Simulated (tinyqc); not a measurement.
Born-von Karman spring model of a cubic crystal with one atom per cell: one step, computed by the program tinyqc. Command: `OMP_NUM_THREADS=1 python tinyqc.py 3009246 3009247 out.jsonl springs walk`. One thread of a shared host (Intel(R) Xeon(R) Processor @ 2.30GHz), about 0.1 s of CPU time with the checks.

First neighbours lie at a/2 (1,1,1) (8 of them), second at a (1,0,0) (6), with all permutations and signs; the volume per atom is Omega = a^3/2. Two shells of springs match a real metal only roughly, above all at the zone boundary.

Problem. Sound velocities. rho = M/Omega and v = sqrt(C/rho), with C = C11, C44, C44 along [100]; (C11 + C12 + 2 C44)/2, C44, (C11 - C12)/2 along [110]; (C11 + 2 C12 + 4 C44)/3 and twice (C11 - C12 + C44)/3 along [111].

Inputs (values chosen for the exercise, modelled on tantalum): lattice constant a = 3.3 angstrom; atomic mass M = 180.95 u.

Lattice: bcc.

C11 = 270.5898 GPa

C44 = 77.64892 GPa

C12 = 154.7476 GPa

Constants: u = 1.6605390666e-27 kg.

Give: density rho; Velocities (m/s).

Solution.

density rho = 16722 kg/m^3

Velocities (m/s):
```
direction  longitudinal  transverse 1  transverse 2
[100]              4023          2155          2155
[110]              4167          2155          1861
[111]              4214          1964          1964
```

Along [110] the two transverse waves differ by a factor sqrt(2 C44/(C11 - C12)) = 1.158.
